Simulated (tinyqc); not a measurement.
RKS/B3LYP (VWN-RPA form) in the sto-6g basis, for BeH2, spin multiplicity 1, step by step (part 2 of 2). Computed by tinyqc, a small Python program that keeps every step (integrals from PySCF). Command: `OMP_NUM_THREADS=1 python tinyqc.py 30244 30245 out.jsonl` (the two numbers bound the seeds that draw the settings). One thread of a shared host (Intel(R) Xeon(R) Processor @ 2.60GHz), about 1 s of CPU time with the checks.

Geometry (angstrom):
```
atom,x,y,z
Be,0.000000,0.000000,0.000000
H,0.000000,1.490000,0.144000
H,0.000000,-1.490000,0.144000
```

## Convergence

Stop when the energy changes by less than 1e-09 hartree and every element of the error matrix X^T (F D S - S D F) X is below 9e-06.

Course of the cycle:
```
iteration,E (hartree),change,largest element of the error matrix
1,-15.19225525,-,5.34e-01
2,-15.75972840,-5.67e-01,1.97e-01
3,-15.82481907,-6.51e-02,1.15e-01
4,-15.85102241,-2.62e-02,2.07e-03
5,-15.85103012,-7.71e-06,1.43e-04
6,-15.85103017,-4.44e-08,1.65e-05
7,-15.85103017,-3.06e-10,8.76e-07
```

PySCF RKS in the same basis, fine grid = -15.85517414 hartree

Converged in 7 iterations. The coarse grid moves the energy by +4.14e-03 hartree.

## Populations, bond orders and dipole

D after iteration 7, lower triangle:
```
,1Be 1s,1Be 2s,1Be 2px,1Be 2py,1Be 2pz,2H 1s,3H 1s
1Be 1s,2.060042
1Be 2s,-0.196887,0.741644
1Be 2px,0.000000,0.000000,0.000000
1Be 2py,0.000000,0.000000,0.000000,0.475086
1Be 2pz,-0.008291,0.023968,0.000000,0.000000,0.000776
2H 1s,-0.174334,0.462425,0.000000,0.420130,0.014994,0.661185
3H 1s,-0.174334,0.462425,0.000000,-0.420130,0.014994,-0.081878,0.661185
```

overlap S, lower triangle:
```
,1Be 1s,1Be 2s,1Be 2px,1Be 2py,1Be 2pz,2H 1s,3H 1s
1Be 1s,1.000000
1Be 2s,0.254764,1.000000
1Be 2px,0.000000,0.000000,1.000000
1Be 2py,0.000000,0.000000,0.000000,1.000000
1Be 2pz,0.000000,0.000000,0.000000,0.000000,1.000000
2H 1s,0.050868,0.399114,0.000000,0.475186,0.045924,1.000000
3H 1s,0.050868,0.399114,0.000000,-0.475186,0.045924,0.022487,1.000000
```

Mulliken: Z minus the diagonal of D S on the atom; Loewdin: the same with S^(1/2) D S^(1/2); Mayer order: 2 sum_s sum (D(s) S)_ij (D(s) S)_ji over the two atoms.

Charges (e):
```
atom,Mulliken,Loewdin
1Be,0.070729,0.056930
2H,-0.035365,-0.028465
3H,-0.035365,-0.028465
```

Mayer bond orders:
```
pair,order
2-1,0.990601
3-1,0.990601
3-2,0.008148
```

dipole moment about the origin, x y z (debye): 0.000000  0.000000  -0.405849
